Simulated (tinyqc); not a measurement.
Angle series: uniform film or islands? Model: X-ray photoelectron analysis of a thin oxide on a semiconductor: attenuation lengths, thickness, angle series and band offsets. Computed by tinyqc, a small Python program. Command: `OMP_NUM_THREADS=1 python tinyqc.py 3113097 3113098 out.jsonl xps walk`. One thread of a shared host (Intel(R) Xeon(R) Processor @ 2.30GHz), about 0.01 s of CPU time with the checks.

The same element is seen in the oxide and in the substrate, at nearly the same kinetic energy; films are flat and uniform, and the work function is ignored.

Inputs (values chosen for the exercise, modelled on SiO2 on 4H-SiC):
```
quantity                                           value     unit
photon energy                                     1486.6       eV
binding energy of the core level                   100.5       eV
oxide density                                       2.26   g/cm^3
oxide formula mass                                 60.08    g/mol
valence electrons per oxide formula                   16        -
oxide gap                                           9.01       eV
substrate density                                   3.21   g/cm^3
substrate formula mass                              40.1    g/mol
valence electrons per substrate formula                8        -
substrate gap                                       3.26       eV
oxide thickness d                                    1.2       nm
emission angle from the normal                        45  degrees
attenuation length over inelastic mean free path    0.88        -
carbon overlayer                                     0.5       nm
```

Method:
- TPP-2M: lambda = E/(E_p^2 [b ln(c E) - C/E + D/E^2]) in angstrom, E_p = 28.8 sqrt(N_v rho/M), b = -0.10 + 0.944/sqrt(E_p^2 + E_g^2) + 0.069 rho^0.1, c = 0.191/sqrt(rho), U = N_v rho/M, C = 1.97 - 0.91 U, D = 53.4 - 20.8 U, with E = photon energy less binding energy in eV.
- Attenuation length L = factor x lambda.
- R_0 = (rho_o/M_o) L_o/((rho_s/M_s) L_s); peak ratio R = I_ox/I_sub = R_0 [exp(d/(L_o cos theta)) - 1]; hence d = L_o cos theta ln(1 + R/R_0). A carbon layer weakens both peaks alike, by exp(-d_C/(L_o cos theta)) if its L is taken equal to L_o. This R_0 leaves out intrinsic losses from the substrate peak, so calibrated values can be larger.
- Islands: half of the surface carries 2 d and half none, R = R_0 (1/2)(1 - t)/(1/2 + t/2) with t = exp(-2 d/(L_o cos theta)); the apparent thickness is read with the uniform formula.

R_0 = 0.624029

L in the oxide = 3.41121 nm

Against the angle:
```
theta (degrees)  R, uniform  R, islands  apparent d, islands (nm)
0                    0.2631     0.21089                   0.99315
20                   0.2833     0.22328                   0.98044
35                   0.3347     0.25264                   0.94988
45                   0.4022     0.28714                   0.91306
55                   0.5283     0.34100                   0.85300
65                   0.8105     0.42543                   0.74942
75                   1.8053     0.54678                   0.55556
```

What does the comparison show, and why?

A uniform film gives d = 1.2 nm at every angle. The island film of the same volume reads 0.993 nm at normal emission and 0.556 nm at 75 degrees; its ratio cannot pass R_0, since the bare half always shows the substrate.

Extremes, crossings and ranges named in words are read from the listed rows.
